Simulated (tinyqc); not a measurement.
An infinitely deep well in a field (quantum-confined Stark shift), Airy functions: two steps of the calculation.

Hard walls at x = -L/2 and +L/2; between them U(x) = -F x (eV, zero at the centre). C = hbar^2/(2 m0), e = (C F^2/m1)^(1/3), z1 = (F L/2 - E)/e at the left wall and z2 = (-F L/2 - E)/e at the right wall. Levels are the roots of D(E) = Ai(z1) Bi(z2) - Ai(z2) Bi(z1).

Inputs (values chosen for the exercise):
```
symbol   value  unit       meaning
m1        0.38    m0          mass
L         17.1    nm    well width
F       0.0011  V/nm         field
n            2        level sought
```

Constants: q = 1.602176634e-19 C, hbar = 1.054571817e-34 J s, m0 = 9.1093837015e-31 kg, hbar^2/(2 m0) = 0.0380998212 eV nm^2. Results are converted to the units shown.

Task 1. Secant step for the level. Secant step from the last two trial energies, E_a the older and E_b the newer: next = E_b - D(E_b) (E_b - E_a)/(D(E_b) - D(E_a)).

first trial energy = 0.0135 eV
second trial energy = 0.0133 eV

Wanted: D(E_a); D(E_b); third trial energy.

Result 1.

D(E_a) = 0.015920
D(E_b) = 0.026319
third trial energy = 0.013806 eV

Task 2. Stark shift. Exact shift E_n(F) - E_n(0), and the mean position <x> = -dE_n/dF. E_n(0) = C (n pi/L)^2/m1; second-order shift m1 F^2 L^4 (1 - 15/(pi n)^2)/(48 C pi^2 n^2).

Give: E_n; shift; <x>.

Result 2.

E_n = 0.013816 eV
shift = 0.27958 meV
<x> = -0.41622 nm

Program tinyqc, `OMP_NUM_THREADS=1 python tinyqc.py 2580025 2580026 out.jsonl`; Intel Xeon 2.30GHz, shared host, one thread, about 0.03 s.
